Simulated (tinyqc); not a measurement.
Inside a calculation. Method: plane-wave Kohn-Sham cycle with exchange-only LDA in a layered model solid. One step of it, computed by the program tinyqc.

Problem. Iteration 1: levels at that k. Diagonalise the Hermitian matrix.

H (hartree), lower triangle:
```
           -2         -1         +0         +1        +2
-2   0.798977
-1  -0.195000  -0.060620
+0   0.000000  -0.195000  -0.347152
+1   0.000000   0.000000  -0.195000  -0.060620
+2   0.000000   0.000000   0.000000  -0.195000  0.798977
```

Give: eigenvalues.

Solution.

eigenvalues (hartree): -0.5227  -0.1028  0.0697  0.8411  0.8442
